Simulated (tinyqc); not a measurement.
Worked calculation: CID on RHF in the sto-3g basis, frozen core, for BeH+, spin multiplicity 1. One step of it, computed by the program tinyqc.

Problem. Integrals over molecular orbitals. (pq|rs) = sum C_ip C_jq C_kr C_ls (ij|kl), one index at a time.

coefficients C, order 1Be 1s, 1Be 2s, 1Be 2px, 1Be 2py, 1Be 2pz, 2H 1s:
```
[[0.992944, -0.196711, -0.199820, 0.000000, 0.000000, 0.108402],
 [0.025755, 0.501233, 0.774818, 0.000000, 0.000000, -0.959387],
 [0.000000, 0.000000, 0.000000, 0.908272, 0.418379, 0.000000],
 [0.000000, 0.000000, 0.000000, -0.418379, 0.908272, 0.000000],
 [-0.002579, 0.302893, -0.641141, 0.000000, 0.000000, -1.130654],
 [0.000540, 0.503113, -0.196554, 0.000000, 0.000000, 1.471792]]
```

core Hamiltonian H = T + V (hartree), order 1Be 1s, 1Be 2s, 1Be 2px, 1Be 2py, 1Be 2pz, 2H 1s:
```
[[-8.313304, -2.048047, 0.000000, 0.000000, -0.022970, -0.784772],
 [-2.048047, -2.504216, 0.000000, 0.000000, -0.167071, -1.415692],
 [0.000000, 0.000000, -1.991580, 0.000000, 0.000000, 0.000000],
 [0.000000, 0.000000, 0.000000, -1.991580, 0.000000, 0.000000],
 [-0.022970, -0.167071, 0.000000, 0.000000, -2.125322, -1.375885],
 [-0.784772, -1.415692, 0.000000, 0.000000, -1.375885, -2.225013]]
```

Two-electron integrals (ij|kl) in chemists' order, unique and non-zero (hartree):
```
(11|11) 2.298831   (21|11) 0.392036   (21|21) 0.079539   (22|11) 0.570988
(22|21) 0.143041   (22|22) 0.417683   (31|31) 0.014607   (32|31) 0.021888
(32|32) 0.092265   (33|11) 0.569578   (33|21) 0.143083   (33|22) 0.417589
(33|33) 0.449859   (41|41) 0.014607   (42|41) 0.021888   (42|42) 0.092265
(43|43) 0.024249   (44|11) 0.569578   (44|21) 0.143083   (44|22) 0.417589
(44|33) 0.401360   (44|44) 0.449859   (51|51) 0.014607   (52|51) 0.021888
(52|52) 0.092265   (53|53) 0.024249   (54|54) 0.024249   (55|11) 0.569578
(55|21) 0.143083   (55|22) 0.417589   (55|33) 0.401360   (55|44) 0.401360
(55|55) 0.449859   (61|11) 0.147213   (61|21) 0.029780   (61|22) 0.053709
(61|33) 0.053313   (61|44) 0.053313   (61|51) 0.002722   (61|52) 0.004973
(61|55) 0.054531   (61|61) 0.011724   (62|11) 0.274812   (62|21) 0.069413
(62|22) 0.211708   (62|33) 0.204680   (62|44) 0.204680   (62|51) 0.009127
(62|52) 0.049668   (62|55) 0.225578   (62|61) 0.028536   (62|62) 0.144989
(63|31) 0.007312   (63|32) 0.031605   (63|53) 0.009272   (63|63) 0.015790
(64|41) 0.007312   (64|42) 0.031605   (64|54) 0.009272   (64|64) 0.015790
(65|11) 0.268319   (65|21) 0.068752   (65|22) 0.220142   (65|33) 0.207316
(65|44) 0.207316   (65|51) 0.015202   (65|52) 0.078602   (65|55) 0.245557
(65|61) 0.029970   (65|62) 0.173450   (65|65) 0.218301   (66|11) 0.438432
(66|21) 0.112846   (66|22) 0.377500   (66|33) 0.350773   (66|44) 0.350773
(66|51) 0.019892   (66|52) 0.129421   (66|55) 0.430562   (66|61) 0.048308
(66|62) 0.311548   (66|65) 0.399956   (66|66) 0.774606
```

Give: one-electron integrals over orbitals h = C^T H C; Two-electron integrals over orbitals.

Solution.

one-electron integrals over orbitals h = C^T H C (hartree):
```
[[-8.3036, 0.1664, 0.2084, 0.0000, 0.0000, -0.0592],
 [0.1664, -2.3312, 0.0256, 0.0000, 0.0000, 0.0940],
 [0.2084, 0.0256, -1.9779, 0.0000, 0.0000, -0.0214],
 [0.0000, 0.0000, 0.0000, -1.9916, 0.0000, 0.0000],
 [0.0000, 0.0000, 0.0000, 0.0000, -1.9916, 0.0000],
 [-0.0592, 0.0940, -0.0214, 0.0000, 0.0000, -1.5435]]
```

Two-electron integrals over orbitals (pq|rs), unique and non-zero (hartree); the lowest 1 orbital is frozen and left out:
```
(22|22) 0.5614    (32|22) -0.0644   (32|32) 0.0272    (33|22) 0.3226
(33|32) 0.0230    (33|33) 0.4777    (42|42) 0.0430    (43|42) 0.0298
(43|43) 0.0531    (44|22) 0.3802    (44|32) 0.0129    (44|33) 0.4018
(44|44) 0.4499    (52|52) 0.0430    (53|52) 0.0298    (53|53) 0.0531
(54|54) 0.0242    (55|22) 0.3802    (55|32) 0.0129    (55|33) 0.4018
(55|44) 0.4014    (55|55) 0.4499    (62|22) 0.0822    (62|32) -0.0437
(62|33) -0.0247   (62|44) -0.0417   (62|55) -0.0417   (62|62) 0.1209
(63|22) -0.0572   (63|32) 0.0225    (63|33) 0.0583    (63|44) 0.0118
(63|55) 0.0118    (63|62) -0.0419   (63|63) 0.0444    (64|42) -0.0308
(64|43) -0.0168   (64|64) 0.0280    (65|52) -0.0308   (65|53) -0.0168
(65|65) 0.0280    (66|22) 0.5465    (66|32) -0.0601   (66|33) 0.3550
(66|44) 0.3832    (66|55) 0.3832    (66|62) 0.1085    (66|63) -0.0519
(66|66) 0.5771
```
